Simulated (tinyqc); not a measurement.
Raising the sheet density: inversion layer as a triangular well, valleys of the Si type.

Six ellipsoidal valleys with their long axes along the cube axes, mass ml along the axis and mt across it. For a valley whose axis makes the angle theta with the surface normal, 1/m_z = cos^2(theta)/ml + sin^2(theta)/mt sets the confinement; in the plane the masses are m_1 = mt and m_2 = ml mt/m_z, and m_d = sqrt(m_1 m_2).

The field is taken as constant, e F = 4 pi (e^2/4 pi eps0)(Nd + eta Ns)/eps, with 1e12/cm^2 = 1e-4/angstrom^2, and the oxide as a hard wall at z = 0; c = hbar^2/2m0.

Level j of a valley lies at E_j = a_j (c (e F)^2/m_z)^(1/3) above the band edge at the surface, with the Airy zeros a_j = 2.338107, 4.087949, 5.520560, 6.786708, 7.944134, 9.022651, 10.040174, 11.008524, 11.936016, 12.828777, and has <z> = 2 E_j/(3 e F).

Subband i holds n_i = g m_d/(2 pi c) kB T ln(1 + exp((EF - E_i)/kB T)) (spin included), and EF is fixed by sum n_i = Ns over the levels listed or, where none are listed, over j = 0 to 9 of each group; 1e12/cm^2 = 1e-4/angstrom^2.

Constants: hbar^2/2m0 = 3.80998211 eV angstrom^2; e^2/(4 pi eps0) = 14.39964547 eV angstrom; kB = 8.617333262e-05 eV/K.

Parameters, chosen for this exercise (near those of Si; shifted at random, so the results belong to these values and not to a real crystal):
- ml = 0.903 m0 (longitudinal mass)
- mt = 0.192 m0 (transverse mass)
- eps = 11.5 (dielectric constant)
- Nd = 2 x 1e12/cm^2 (depletion charge)
- eta = 0.5 (share of Ns in the effective field)
- face = 111 (surface)
- T = 400 K (temperature)
- Nss = (0.5, 1, 2, 4, 7, 10, 14) x 1e12/cm^2 (sheet densities)

Valleys (masses in m0):

| valleys g | cos^2(theta) | m_z | m_1 | m_2 | m_d |
|---|---|---|---|---|---|
| 6 | 0.33333 | 0.26032 | 0.19200 | 0.66600 | 0.35759 |

The field, the ladders and EF anew for each Ns.

Results:

| Ns (1e12/cm^2) | F (MV/cm) | lowest E (eV) | next - lowest (meV) | EF - lowest (meV) | share of lowest (%) | <z> (angstrom) |
|---|---|---|---|---|---|---|
| 0.5 | 0.354 | 0.1329 | 99.4 | -144.0 | 94.1 | 26.2 |
| 1.0 | 0.393 | 0.1425 | 106.7 | -119.4 | 95.2 | 25.1 |
| 2.0 | 0.472 | 0.1609 | 120.4 | -94.4 | 96.8 | 23.3 |
| 7.0 | 0.865 | 0.2411 | 180.4 | -47.4 | 99.4 | 18.7 |
| 10.0 | 1.101 | 0.2831 | 211.9 | -33.3 | 99.7 | 17.2 |
| 14.0 | 1.416 | 0.3348 | 250.5 | -19.2 | 99.9 | 15.8 |

Give the missing row, Ns (1e12/cm^2) = 4.0.

Computed row:
```
Ns (1e12/cm^2)  F (MV/cm)  lowest E (eV)  next - lowest (meV)  EF - lowest (meV)  share of lowest (%)  <z> (angstrom)
4.0                 0.629         0.1950                145.9              -68.8                 98.4            20.9
```

Levels scale as F^(2/3): the field grows by 4.00 and the lowest level by 2.52. The layer thins from 26.2 to 15.8 angstrom. EF stays below the lowest edge throughout. The share of the lowest subband rises throughout: the spacing grows faster than the band fills.

tinyqc: `OMP_NUM_THREADS=1 python tinyqc.py 1251365 1251366 out.jsonl`; about 0.02 s, one thread, shared Intel(R) Xeon(R) Processor @ 2.30GHz.
